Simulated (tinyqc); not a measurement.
Square on-chip spiral inductor, lumped pi model: one step of the calculation.

Outer diameter do = di + 2 n wd + 2 (n - 1) sp, mean da = (do + di)/2, fill p = (do - di)/(do + di), length l = 4 n da. L = 2.34 mu0 n^2 da/(1 + 2.75 p), mu0 = 4 pi 1e-7 H/m. Rs = rho l/(wd delta (1 - exp(-th/delta))), delta = sqrt(rho/(pi f mu0)). Cs = n wd^2 eps0 eo/hu across the coil. At each end Cox = l wd eps0 eo/(2 ho) leads to the substrate branch Rsi = 2 rs he/(l wd) in parallel with Csi = l wd eps0 11.7/(2 he). With one end grounded Y = 1/(Rs + i w L) + i w Cs + 1/[1/(i w Cox) + 1/(1/Rsi + i w Csi)], w = 2 pi f; Q = -Im Y/Re Y. Eddy currents in neighbouring turns and in the substrate are left out.

Question. Geometry and model elements. do, l, L, delta, Rs, Cs, Cox, Rsi and Csi as defined.

Inputs (values chosen for the exercise); values of the order met in silicon radio-frequency processes:
- n = 1.5 (number of turns)
- wd = 8 um (line width)
- sp = 3 um (space between turns)
- di = 80 um (inner diameter)
- th = 3 um (metal thickness)
- rho = 1.9 uohm cm (metal resistivity)
- ho = 8.2 um (oxide below the coil)
- hu = 1.3 um (oxide between coil and underpass)
- eo = 3 (relative permittivity of the oxide)
- rs = 20 ohm cm (substrate resistivity)
- he = 50 um (effective spreading depth in the substrate)
- f = 3.4 GHz (frequency)

Constants: eps0 = 8.8541878128e-12 F/m. Results are converted to the units shown.

Find: do; l; L; delta; Rs; Cs; Cox; Rsi; Csi.

Answer.

do = 107.0 um
l = 561.0 um
L = 0.4428 nH
delta = 1.190 um
Rs = 1.218 ohm
Cs = 1.962 fF
Cox = 7.269 fF
Rsi = 4456 ohm
Csi = 4.649 fF

Program tinyqc, `OMP_NUM_THREADS=1 python tinyqc.py 2302158 2302159 out.jsonl`; Intel Xeon 2.30GHz, shared host, one thread, about 0.01 s.
